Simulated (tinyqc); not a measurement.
# Long-channel MOSFET, surface-potential model: effect of the temperature

n-channel transistor on a uniformly doped p-type body, gradual-channel approximation, constant mobility, Boltzmann statistics, full ionisation. Potentials are counted from the neutral body; V is the electron quasi-Fermi potential, Vsb at the source and Vsb + Vds at the drain. Charges are magnitudes per area.

Nc and Nv are given at 293 K and scale as (T/293 K)^1.5; Eg, Vfb and mu are held fixed. ni = sqrt(Nc Nv) exp(-Eg/(2 Vt)), Eg in volts; phiF = Vt ln(Na/ni); Cox = eps0 eox/tox; gamma = sqrt(2 q eps0 eps_r Na)/Cox. The surface potential psi at channel potential V solves Vgs + Vsb - Vfb - psi = gamma sqrt(G), G = psi - Vt + Vt exp((psi - 2 phiF - V)/Vt). Charge sheet: Qi = Cox gamma [sqrt(G) - sqrt(psi - Vt)]; I = mu (W/L) [integral of Qi dpsi from psi_0 to psi_L (drift) + Vt (Qi0 - QiL) (diffusion)], with psi_0 at V = Vsb and psi_L at V = Vsb + Vds. VT = Vfb + 2 phiF + gamma sqrt(2 phiF + Vsb), m = 1 + gamma/(2 sqrt(2 phiF + Vsb)). The swing is 20 mV/log10[I(VT - 0.14 V)/I(VT - 0.16 V)] of the charge-sheet current at the given Vds.

Parameters, values chosen for the exercise; material values close to those of silicon:
- Eg = 1.14 eV (band gap)
- eps_r = 11.6 (relative permittivity of the semiconductor)
- Nc = 2.66e19 cm^-3 (conduction-band density of states at the reference temperature)
- Nv = 2.51e19 cm^-3 (valence-band density of states at the reference temperature)
- Na = 5.1e17 cm^-3 (acceptor density of the body)
- eox = 9.03 (relative permittivity of the gate insulator)
- tox = 6.3 nm (insulator thickness)
- Vfb = -0.45 V (flat-band voltage)
- mu = 270 cm^2/(V s) (channel mobility)
- W = 20 um (gate width)
- L = 1 um (gate length)
- Vsb = 0.5 V (source-body reverse bias)
- Vgs = 1.24 V (gate-source voltage)
- Vds = 1.2 V (drain-source voltage)

Constants: q = 1.602176634e-19 C, kB = 1.380649e-23 J/K, Vt = kB T/q, eps0 = 8.8541878128e-14 F/cm where lengths are in cm. Results are converted to the units shown.

The same in every row: gamma (V^0.5) = 0.3228.

Result of one run:
```
T (K)	VT (V)	m	swing (mV/decade)	I at Vgs, Vds (uA)
370	0.7949	1.138	85.43	310.2
```

What becomes of these results when the temperature T is changed from 370 to 280 K, all else the same?

Result of the changed run:
```
T (K)	VT (V)	m	swing (mV/decade)	I at Vgs, Vds (uA)
280	0.8931	1.134	64.03	193.3
```

The whole series:
```
T (K)	VT (V)	m	swing (mV/decade)	I at Vgs, Vds (uA)
220	0.9538	1.131	50.05	135.4
250	0.9240	1.133	57.02	162.4
280	0.8931	1.134	64.03	193.3
310	0.8612	1.135	71.10	228.1
340	0.8285	1.137	78.24	267.0
370	0.7949	1.138	85.43	310.2
400	0.7605	1.140	92.70	357.8
430	0.7254	1.141	100.1	409.9
```

As T goes from 220 to 430 K, VT falls from 0.954 to 0.725 V, the swing rises from 50.1 to 100 mV a decade and the current rises from 135 to 410 uA. The swing is 1.3 % above m Vt ln 10 in the first row and 2.8 % above it in the last. In every row the surface electron density at the source passes 0.3 Nc, where degeneracy and quantisation, left out here, matter. In every row the mobility is held fixed, though a real channel mobility changes with T and would alter the trend of the current.

tinyqc, about 0.06 s, one thread, Intel Xeon 2.30GHz (shared host): `OMP_NUM_THREADS=1 python tinyqc.py 2360174 2360175 out.jsonl`
